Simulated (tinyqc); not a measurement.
Model-solid line-up of a strained alloy layer on a substrate: sweeps and comparisons. A value that a table varies takes the place of the one given here.

All values of the alloy are linear in x but the gap, Eg(x) = (1 - x) Eg_A + x Eg_B - C x (1 - x), and the valence edge, Ev(x) = (1 - x) Ev_A + x Ev_B + fv C x (1 - x); Ec = Ev + Eg. Ev is the top of the unstrained valence band on a scale common to all materials. In the layer only the Gamma valley of the conduction band is followed, also where an X or L valley would lie lower.

Coherent growth on a (111) face: e_par = (a_s - a)/a, e_perp = -(2 C11 + 4 C12 - 4 C44)/(C11 + 2 C12 + 4 C44) e_par; exx = eyy = ezz = (2 e_par + e_perp)/3 and exy = eyz = ezx = (e_perp - e_par)/3.

Strained edges: Ec + ac tr(e); the valence edges are Ev plus the levels of the 6 x 6 matrix of X, Y, Z times spin with -Dso/3 + l exx + m (eyy + ezz) on the diagonal (cyclic), n exy off it, l = av + 2 b, m = av - b, n = sqrt(3) d. Spin-orbit term (Dso/3) L.sigma on X, Y, Z with (L_k)_ij = -i epsilon_kij: <X+|H|Y+> = -i Dso/3, <X+|H|Z-> = Dso/3, <Y+|H|Z-> = -i Dso/3, <Z+|H|X-> = -Dso/3, <Z+|H|Y-> = i Dso/3, <X-|H|Y-> = i Dso/3, and their conjugates; + and - are the spin along z.

dEc = Ec(substrate) - Ec(layer), dEv = Ev(layer) - Ev(substrate); positive values confine the carrier in the layer. Type I: both of one sign; type II: opposite signs; type III: the gaps do not overlap.

Coherent growth: e_par = (a_s - a)/a. (001): e_perp = -2 (C12/C11) e_par; exx = eyy = e_par, ezz = e_perp, no shear. (111): e_perp = -(2 C11 + 4 C12 - 4 C44)/(C11 + 2 C12 + 4 C44) e_par; exx = eyy = ezz = (2 e_par + e_perp)/3 and exy = eyz = ezx = (e_perp - e_par)/3. (110): e_perp = -(C11 + 3 C12 - 2 C44)/(C11 + C12 + 2 C44) e_par; exx = eyy = (e_par + e_perp)/2, ezz = e_par, exy = (e_perp - e_par)/2, eyz = ezx = 0.

Inputs chosen for the exercise (A near AlAs, B near GaAs, substrate near Ge; not measured data):
- a = (5.656, 5.646) angstrom (lattice constant of A, B)
- Eg = (3.077, 1.51) eV (gap at Gamma to the s-like level of A, B)
- Dso = (0.284, 0.342) eV (spin-orbit splitting of A, B)
- Ev = (-1.33, -0.79) eV (top of the unstrained valence band of A, B)
- ac = (-5.58, -7.1) eV (conduction deformation potential of A, B)
- av = (2.44, 1.17) eV (valence hydrostatic potential of A, B)
- b = (-2.28, -2) eV (tetragonal shear potential of A, B)
- d = (-3.41, -4.81) eV (trigonal shear potential of A, B)
- C11 = (123.2, 123.2) GPa (of A, B)
- C12 = (53, 55.9) GPa (of A, B)
- C44 = (54.6, 59.8) GPa (of A, B)
- C = 0.319 eV (bowing of the gap)
- fv = 0 (share of the bowing taken by the valence edge)
- a_s = 5.66 angstrom (substrate)
- Eg_s = 0.733 eV (lowest gap of the substrate)
- Ev_s = -0.35 eV (substrate valence edge)
- face = 111 (growth face)
- x = 0.95 (fraction of B)

## Composition against offsets

Each composition is strained to the same substrate.

Results:
```
x     e_par (%)  relaxed gap (eV)  strained gap (eV)  valence splitting (meV)  dEc (eV)  dEv (eV)  type
0.17       0.10             2.766              2.750                        7    -1.136    -0.882     I
0.29       0.12             2.557              2.538                        8    -0.990    -0.815     I
0.40       0.14             2.374              2.352                       10    -0.864    -0.755     I
0.52       0.16             2.183              2.157                       12    -0.735    -0.689     I
0.63       0.18             2.015              1.986                       14    -0.625    -0.628     I
0.75       0.20             1.842              1.809                       16    -0.513    -0.562     I
0.86       0.22             1.691              1.654                       18    -0.419    -0.502     I
0.98       0.24             1.535              1.494                       21    -0.325    -0.436     I
```

What does this show?

The layer stays under tension over this range. The strained gap runs from 2.750 to 1.494 eV, against 2.766 to 1.535 eV for the relaxed alloy: strain adds to the change. The line-up is type I throughout, with the layer as the barrier. Where the alloy is indirect its X or L edge, left out, lies lower and sets the real gap and dEc.

## The same layer on three faces

Composition and substrate are kept.

Results:
```
face   e_perp (%)  tr(e) (%)  shift of Ec (meV)  shift of Ev (meV)  valence splitting (meV)  gap (eV)
(001)      -0.216      0.262              -18.4               12.9                     18.8    1.5419
(111)      -0.117      0.361              -25.4               14.7                     20.0    1.5331
(110)      -0.137      0.341              -23.9               14.4                     19.9    1.5348
```

How do the results move?

The layer yields most along the normal on (001) and least on (111), so the volume change, and with it the shift of Ec, is largest on (111). The valence splitting, set by b on (001), by d on (111) and by both on (110), is largest on (111). The gaps span 9 meV, from (111) to (001).

## What each parameter does

Strained gap, valence splitting and offsets. Each row changes one parameter from the base and keeps the others.

Results:
```
case                     gap (eV)  splitting (meV)  dEc (eV)  dEv (eV)
base                       1.5331             20.0   -0.3478   -0.4523
x = 0.725                  1.8448             15.6   -0.5359   -0.5760
a_s = 5.68 angstrom        1.4718             51.5   -0.3102   -0.4286
C = 0.419 eV               1.5283             20.0   -0.3431   -0.4523
fv = 0.2                   1.5331             20.0   -0.3509   -0.4492
Ev_s = -0.3 eV             1.5331             20.0   -0.2978   -0.5023
av = (2.806, 1.346) eV     1.5324             20.0   -0.3478   -0.4516
b = (-2.622, -2.3) eV      1.5331             20.0   -0.3478   -0.4523
Dso = (0.327, 0.393) eV    1.5332             20.0   -0.3478   -0.4523
```

What can be read from the table?

The largest shifts from the base row, up to three for each result and ties (the steps differ in size, so this ranks the rows, not the parameters). gap (eV): x +0.3118, a_s -0.0613, C -0.0048; unchanged at the printed digits by fv, Ev_s and b. splitting (meV): a_s +31.5, x -4.4; unchanged at the printed digits by C, fv, Ev_s, av, b and Dso. dEc (eV): x -0.1880, Ev_s +0.0500, a_s +0.0376; unchanged at the printed digits by av, b and Dso. dEv (eV): x -0.1237, Ev_s -0.0500, a_s +0.0237; unchanged at the printed digits by C, b and Dso.

Computed by tinyqc, a small Python program: `OMP_NUM_THREADS=1 python tinyqc.py 1050596 1050597 out.jsonl` (the numbers bound the seed that draws the inputs); one thread of a shared host (Intel(R) Xeon(R) Processor @ 2.30GHz), about 0.03 s for the whole set of steps.
